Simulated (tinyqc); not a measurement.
# Stacked nanosheet transistor, parasitic resistance, capacitance and delay: several studies

Ns sheets share one contact on top; each has perimeter p = 2 (Ws + ts) and cross-section A = Ws ts; contact width Wc = Ws + 10 nm, stack height Hs = Ns pv. Sheet 1 is the top one. Contact length Lc = CPP - Lg - 2 Lsp, shared by two neighbouring gates. Source and drain sides are equal. The formulas are first-order estimates, not field solutions.

Parameters, values chosen for the exercise; values close to those of silicon logic devices:
- T = 300 K (temperature)
- Ns = 4 (number of sheets)
- Ws = 40 nm (sheet width)
- ts = 7 nm (sheet thickness)
- pv = 12 nm (vertical pitch of the sheets)
- rv = 105 ohm (vertical resistance between sheet levels)
- CPP = 45 nm (contacted gate pitch)
- Lg = 12 nm (gate length)
- Lsp = 4 nm (spacer length)
- ks = 3.3 (relative permittivity of the spacer)
- Hc = 30 nm (gate height above the channel stack)
- rc = 1.1e-9 ohm cm^2 (contact resistivity)
- re = 0.00074 ohm cm (resistivity of the source-drain epitaxy)
- te = 30 nm (current-carrying depth of the epitaxy)
- rx = 0.00067 ohm cm (resistivity of the extension)
- Lov = 1.5 nm (gate overlap)
- Cinv = 2.7 uF/cm^2 (inversion capacitance)
- vx = 1.2e7 cm/s (injection velocity)
- mu = 240 cm^2/(V s) (apparent mobility)
- VT = 0.24 V (threshold at zero drain voltage)
- dl = 0.059 V/V (barrier lowering)
- n = 1.28 (subthreshold factor)
- Cw = 0.28 fF (wire load)
- Vdd = 0.6 V (supply voltage)

Constants: q = 1.602176634e-19 C, kB = 1.380649e-23 J/K, eps0 = 8.8541878128e-12 F/m, Vt = kB T/q. Results are converted to the units shown.

Each table varies one quantity; the others keep the values above.

## Effect of the supply voltage

Epitaxy sheet resistance Rsh = re/te, transfer length LT = sqrt(rc/Rsh), contact Rc = [sqrt(rc Rsh)/Wc] coth(Lc/(2 LT)); extension of one sheet Rx = rx Lsp/A. With N sheets: gate Cg = Cinv p N Lg; per side, plate Cp = ks eps0 [Wc (Hs + Hc) - N A]/Lsp, top fringe Cf = (2/pi) ks eps0 Wc ln(1 + Lg/(2 Lsp)), overlap Co = Cinv p N Lov. One sheet: I = p Q vx u/(1 + |u|^1.8)^(1/1.8), Q = Cinv n Vt ln(1 + exp((Vg' - VT + dl Vd')/(n Vt))), u = Vd' mu/(vx Lg), Vg' = Vgs - v, Vd' = Vds - 2 v, with the drop on each side v_j = Rc sum I + rv (sum over levels k = 2..j of the current of sheets k..Ns) + Rx I_j. Ieff = [I(Vgs = Vdd, Vds = Vdd/2) + I(Vdd/2, Vdd)]/2, total currents. With Cs = Cp + Cf + Co, the load of an inverter of two such devices driving an equal one is CL = 2 (Cg + 2 Cs) + 4 Cs + Cw (own drains counted twice for the Miller effect); delay CL Vdd/(2 Ieff).

The same in every row: Rc (ohm) = 196.1; Rx/N (ohm) = 23.93; CL (aF) = 814.7.

Effect of the supply voltage:
```
Vdd (V)  Ieff (uA)  delay (ps)
0.45         100.8       1.819
0.55         158.1       1.417
0.65         219.5       1.206
0.75         282.2       1.083
0.85         345.3       1.003
0.95         408.4      0.9477
```

As Vdd goes from 0.45 to 0.95 V, Ieff rises from 101 to 408 uA, CL stays at 815 aF and the delay falls from 1.82 to 0.948 ps.

## Effect of the relative permittivity of the spacer

Same model as above.

The same in every row: Rc (ohm) = 196.1; Rx/N (ohm) = 23.93; Ieff (uA) = 188.5.

Effect of the relative permittivity of the spacer:
```
ks   CL (aF)  delay (ps)
1      696.8       1.109
2      748.1       1.190
3      799.4       1.272
4      850.7       1.354
5.5    927.6       1.476
7       1005       1.598
```

Read the table: what changes, and by how much?

As ks goes from 1 to 7, Ieff stays at 189 uA, CL rises from 697 to 1000 aF and the delay rises from 1.11 to 1.60 ps.

## Effect of the vertical resistance between sheet levels

Same model as above.

The same in every row: Rc (ohm) = 196.1; Rx/N (ohm) = 23.93; CL (aF) = 814.7.

Results:
```
rv (ohm)  Ieff (uA)  delay (ps)
0             210.7       1.160
50            199.7       1.224
100           189.5       1.290
200           172.0       1.421
800           123.7       1.976
```

Estimate the missing row, rv = 400 ohm.

Computed row:
```
rv (ohm)  Ieff (uA)  delay (ps)
400           148.0       1.652
```

With this row back in the table: As rv goes from 0 to 800 ohm, Ieff falls from 211 to 124 uA, CL stays at 815 aF and the delay rises from 1.16 to 1.98 ps.

Numbers from tinyqc (`OMP_NUM_THREADS=1 python tinyqc.py 2170012 2170013 out.jsonl`; about 0.07 s on one thread of a shared Intel Xeon 2.30GHz).
